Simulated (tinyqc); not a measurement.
Inside a calculation. Model: electron mobility of a polar semiconductor by Rode's iterative solution of the Boltzmann equation. Computed by tinyqc, a small Python program that keeps every step. Command: `OMP_NUM_THREADS=1 python tinyqc.py 3030822 3030823 out.jsonl rode walk`. One thread of a shared host (Intel(R) Xeon(R) Processor @ 2.30GHz), about 0.01 s of CPU time with the checks. Intermediate numbers are printed to about 5 digits and carried at full precision; extremes and crossings named in words are read from the listed rows.

The distribution is f(E) + e F l(E) (-df/dE) cos(theta) for a weak field F, theta counted from the force; l(E) is a mean free path. Elastic processes enter by their momentum rate, polar optical phonons by out- and in-scattering terms. One valley only: where upper valleys lie close, measured mobilities are lower. The density n is prescribed, even where a narrow-gap material would have more intrinsic carriers.

Inputs (values chosen for the exercise, for a model polar semiconductor): effective mass m = 0.26 m_0; static permittivity eps_s = 16.4; high-frequency permittivity eps_inf = 13.9; density rho = 3440 kg/m^3; sound velocity v_l = 3710 m/s; acoustic deformation potential D_A = 7.5 eV; optical phonon energy hbar w = 28.1 meV; piezoelectric coupling K = 0.033; electron density n = 1.3e+16 1/cm^3; compensation ratio C = 0; temperature T = 500 K; grid points per phonon energy s = 6; iteration cap = 200.

Band: parabolic. Elastic processes: acoustic, piezoelectric, impurity.

Constants: k_B = 8.617333262e-05 eV/K; m_0 = 9.1093837015e-31 kg; e = 1.602176634e-19 C; hbar = 1.054571817e-34 J s; eps_0 = 8.8541878128e-12 F/m; k_B = 1.380649e-23 J/K; hbar = 6.582119569e-16 eV s.

## Fermi level and screening

Parabolic band: E = hbar^2 k^2/(2 m), speed v = hbar k/m, states per spin, volume and energy g(E) = m k/(2 pi^2 hbar^2). Masses are multiplied by m_0 and all formulas are in SI units. The reduced Fermi level eta = E_F/(k_B T) solves n = 2 Z int g f dE with f = 1/(1 + exp(x - eta)) (Z = 1 unless valleys are given); screening length L_s = sqrt(eps_s eps_0 k_B T/(e^2 dn/deta)), dn/deta = 2 Z int g f (1 - f) dE. Integrals over x = E/(k_B T) use 160 Gauss-Legendre points in u = sqrt(x) from 0 to sqrt(max(eta, 0) + 32). N_I = n (1 + C)/(1 - C).

reduced Fermi level eta = -6.3104

screening length L_s = 54.825 nm

ionised impurity density N_I = 1.30e+16 1/cm^3

## Rates on one ladder of the grid

Phonon occupation N_q = 1/(exp(hbar w/(k_B T)) - 1). Acoustic deformation potential (elastic, equipartition, absorption and emission together): 1/tau = 2 pi k_B T D_A^2 g(E)/(hbar rho v_l^2). Piezoelectric (elastic, unscreened, momentum relaxation): 1/tau = e^2 K^2 k_B T m (1 + 2 alpha E)/(2 pi eps_s eps_0 hbar^3 k), with alpha = 0 for a parabolic band. Singly charged impurities, momentum relaxation: 1/tau = N_I e^4 m (1 + 2 alpha E) Phi/(8 pi (eps_s eps_0)^2 hbar^3 k^3), with alpha = 0 for a parabolic band. Brooks-Herring: Phi = ln(1 + b) - b/(1 + b), b = 4 k^2 L_s^2. Polar optical, unscreened: W = e^2 w (1/eps_inf - 1/eps_s) m (1 + 2 alpha E') ln|(k + k')/(k - k')| / (4 pi eps_0 hbar^2 k), times N_q for absorption (E' = E + hbar w) and N_q + 1 for emission (E' = E - hbar w > 0), with alpha = 0 for a parabolic band; mean cosine of the angle <cos> = (k^2 + k'^2)/(2 k k') - 1/ln|(k + k')/(k - k')|. Energy grid E_j = (j + 1/2) hbar w/s, j = 0, 1, ..., up to (max(eta, 0) + 18) k_B T, so that E_j +/- hbar w are grid points; l = 0 beyond the grid; integrals are sums times the spacing. With f' = f(E'): out-scattering S_o = sum over absorption and emission of W (1 - f')/(1 - f); nu = sum of elastic rates; the in-scattering weights are c+ = W_abs <cos> (1 - f')/(1 - f) for E' = E + hbar w and c- likewise for emission.

Points j = s/2, s/2 + s, ... (the first seven rungs, or as many as the grid holds), rates in 1e12/s:
```
E (meV)     v (m/s)      nu     S_o      c+      c-
16.39    1.4892e+05   5.195  10.538  4.3956  0.0000
44.49    2.4535e+05   7.675  21.824  5.3077  5.1158
72.59    3.1339e+05   9.657  23.265  5.4709  7.9720
100.69   3.6909e+05  11.315  22.929  5.4636  8.9146
128.79   4.1743e+05  12.765  22.316  5.4015  9.2724
156.89   4.6072e+05  14.069  21.678  5.3204  9.3940
184.99   5.0028e+05  15.262  21.074  5.2339  9.4056
```

Points one phonon energy apart are coupled only to each other, so the grid falls into s independent ladders.

## The first two iterations on one ladder of the grid

Iteration: l_new(E) = [v(E) + c+ l(E + hbar w) + c- l(E - hbar w)]/(nu + S_o), from l = 0.

l after iteration 1 (nm): [9.466, 8.317, 9.519, 10.778, 11.899, 12.889, 13.768]

l after iteration 2 (all rungs but the last shown) (nm): [11.789, 11.671, 13.324, 15.155, 16.733, 18.065]

In-scattering lengthens l on the lowest rung by 24.5 % and on the second by 40.3 % in this step.

## The whole iteration

mu = e sum g v l f (1 - f) / (3 k_B T sum g f) over the grid; stop when mu changes by less than 1e-8 of itself.

Course of the iteration:
```
iteration  mu (cm^2/(V s))  relative change
1                   217.69       1.0000e+00
2                   299.10       2.7219e-01
3                   330.46       9.4876e-02
4                   342.46       3.5049e-02
5                   347.11       1.3389e-02
6                   348.90       5.1318e-03
7                   349.59       1.9877e-03
...                    ...              ...
14                  350.03       2.6209e-06
15                  350.03       1.0199e-06
16                  350.03       3.9552e-07
17                  350.03       1.5395e-07
18                  350.03       5.9718e-08
19                  350.03       2.3248e-08
20                  350.03       9.0198e-09
```

mobility mu = 350.03 cm^2/(V s)

iterations = 20

Converged in 20 iterations; mu rises at every step, from 217.7 to 350.0, since each step returns more of the forward-scattered current.

## Approximations against the iterative solution

Self-energy RTA: l = v/(nu + S_o), the first iteration. Momentum RTA: l = v/(nu + S_o - c+ v(E + hbar w)/v - c- v(E - hbar w)/v), listed only where the denominator is positive on the whole grid. The polar-only value solves the same system with nu = 0; the elastic value takes l = v/nu.

Mobilities:
```
method                              mu (cm^2/(V s))  deviation (%)
iterative solution                           350.03           0.00
self-energy RTA                              217.69         -37.81
momentum RTA                                 356.80           1.94
polar phonons alone, exact                   814.88         132.80
elastic processes alone                      666.14          90.31
Matthiessen's rule on the last two           366.52           4.71
```

self-energy RTA mobility = 217.69 cm^2/(V s)

polar-phonon mobility = 814.88 cm^2/(V s)

elastic mobility = 666.14 cm^2/(V s)

error of the self-energy RTA = -37.808 %

The self-energy RTA is 37.8 % low: it counts every polar event as a full loss of current, though forward events keep part of it. Here hbar w/k_B T = 0.65. Matthiessen's rule is 4.7 % high. The momentum RTA deviates by +1.9 %.

Checks made by the program: iterated mobility against a direct solution of the banded linear system (relative difference 6e-09).
